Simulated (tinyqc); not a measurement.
Frequency dispersion of an accumulation capacitance by border traps, distributed model: one step of the calculation.

Traps spread evenly through the insulator exchange electrons with the semiconductor by tunnelling, with tau(x) = t0 exp(2 ka x) at depth x from the interface. The admittance per area Y seen at depth x obeys dY/dx = -Y^2/(i w eps0 eox) + q Nb ln(1 + i w tau)/tau, with Y(0) = i w Cs and w = 2 pi f; the gate sees Y(tox) = G + i w C. Working variable y = Y/(i w), in uF/cm^2. Cox = eps0 eox/tox.

Task. Midpoint steps through the active depth. In terms of y: dy/dx = -y^2/(eps0 eox) + s(x), s = q Nb ln(1 + z)/z, z = i w tau. 8 midpoint steps of h = xe/8: y_half = y + (h/2) y'(x, y), y(new) = y + h y'(x + h/2, y_half).

Parameters, values chosen for the exercise; permittivity close to that of zirconium oxide:

| symbol | value | unit | meaning |
|---|---|---|---|
| eox | 22 |  | relative permittivity of the insulator |
| Cs | 1.2 | uF/cm^2 | semiconductor capacitance in accumulation |
| Nb | 1.2e19 | cm^-3 eV^-1 | density of border traps |
| ka | 4.8 | 1/nm | decay constant of the wave function in the insulator |
| t0 | 5e-9 | s | time constant of a trap at the interface |
| f | 1000 | Hz | frequency |
| xe | 1.6 | nm | depth down to which the steps are taken |

Constants: q = 1.602176634e-19 C, eps0 = 8.8541878128e-14 F/cm where lengths are in cm. Results are converted to the units shown.

Find: x; s; y.

Result.

```
point  x (nm)  s (uF/(cm^2 nm))   y (uF/cm^2)
0           0    0.1923+0.0000i  1.200+0.000i
1      0.2000    0.1923+0.0000i  1.223+0.000i
2      0.4000    0.1923-0.0001i  1.246+0.000i
3      0.6000    0.1923-0.0010i  1.268+0.000i
4      0.8000    0.1920-0.0065i  1.290-0.001i
5       1.000    0.1800-0.0404i  1.311-0.004i
6       1.200    0.0769-0.0729i  1.321-0.018i
7       1.400    0.0136-0.0274i  1.310-0.027i
8       1.600    0.0020-0.0065i  1.293-0.029i
```

Computed by the program tinyqc: `OMP_NUM_THREADS=1 python tinyqc.py 2202126 2202127 out.jsonl`, one thread of a shared Intel Xeon 2.30GHz, about 0.3 s for the whole run.
